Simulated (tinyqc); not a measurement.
What each input does: propagation of a band-gap error through k.p and effective-mass formulas.

Chain, for a gap E (the reference Eg or another value), with Ep and Dso kept: 1/me = 1 + Ep (E + 2 Dso/3)/(E (E + Dso)); g* = 2 - 2 Ep Dso/(3 E (E + Dso)); g1(E) = g1 + (Ep/3)(1/E - 1/Eg), g2(E) = g2 + (Ep/6)(1/E - 1/Eg), light hole 1/(g1 + 2 g2), heavy hole 1/(g1 - 2 g2) along [100]; optical constant ei(E) = 1 + (ei - 1)(EP/(EP + E - Eg))^2, static e0(E) = ei(E) + e0 - ei.

Donor: R = Ry me/e0^2, a_B = a0 e0/me, Mott density (0.26/a_B)^3. Nc, Nv = 2 (m kT/(4 pi c))^(3/2), c = hbar^2/2m0, ni = sqrt(Nc Nv) exp(-E/2kT). Exciton: Ry mu/e0^2 with 1/mu = 1/me + g1(E). 1 angstrom^-3 = 1e24 cm^-3.

Constants: Ry = 13.60569312 eV; a0 (Bohr radius) = 0.5291772105 angstrom; kB = 8.617333262e-05 eV/K; hbar^2/2m0 = 3.80998211 eV angstrom^2.

Inputs chosen for the exercise (reference values near those of CdTe, gap at low temperature; not measured data):
- Eg = 1.629 eV (gap at Gamma to the s-like level)
- Dso = 0.914 eV (spin-orbit splitting)
- Ep = 19 eV (Kane energy)
- g1 = 5.32 (Luttinger gamma1)
- g2 = 1.7 (gamma2)
- e0 = 10.31 (static dielectric constant)
- ei = 7.26 (optical dielectric constant)
- EP = 5.32 eV (mean (Penn) gap)
- mh = 0.47 m0 (density-of-states mass of the holes)
- T = 300 K (temperature)
- Eg2 = 2.948 eV (a wrong gap, of the size a hybrid with far too much exact exchange can give)

All at E = Eg2.

Results for these values:

| case | me (m0) | light hole (m0) | e0 | donor (meV) | exciton (meV) | log10 ni |
|---|---|---|---|---|---|---|
| base | 0.1442 | 0.1908 | 8.07 | 30.120 | 19.866 | -6.239 |

What happens to each result for Dso = 0.987 eV, all else kept?

Answer: me rises from 0.1442 to 0.1448; light hole does not change at the printed digits; e0 does not change at the printed digits; donor rises from 30.120 to 30.253; exciton rises from 19.866 to 19.924; log10 ni rises from -6.239 to -6.238.

The same for each parameter in turn:

| case | me (m0) | light hole (m0) | e0 | donor (meV) | exciton (meV) | log10 ni |
|---|---|---|---|---|---|---|
| base | 0.1442 | 0.1908 | 8.07 | 30.120 | 19.866 | -6.239 |
| Eg2 = 3.184 eV | 0.1533 | 0.2031 | 7.80 | 34.293 | 22.496 | -8.202 |
| Dso = 0.987 eV | 0.1448 | 0.1908 | 8.07 | 30.253 | 19.924 | -6.238 |
| Ep = 20.52 eV | 0.1349 | 0.2015 | 8.07 | 28.190 | 19.251 | -6.261 |
| g1 = 4.894 | 0.1442 | 0.2077 | 8.07 | 30.120 | 20.705 | -6.239 |
| EP = 4.894 eV | 0.1442 | 0.1908 | 7.93 | 31.158 | 20.550 | -6.239 |
| ei = 6.679 | 0.1442 | 0.1908 | 8.28 | 28.626 | 18.881 | -6.239 |
| mh = 0.432 m0 | 0.1442 | 0.1908 | 8.07 | 30.120 | 19.866 | -6.267 |
| T = 276 K | 0.1442 | 0.1908 | 8.07 | 30.120 | 19.866 | -8.447 |

tinyqc: `OMP_NUM_THREADS=1 python tinyqc.py 1881256 1881257 out.jsonl`; about 0.01 s, one thread, shared Intel(R) Xeon(R) Processor @ 2.30GHz.
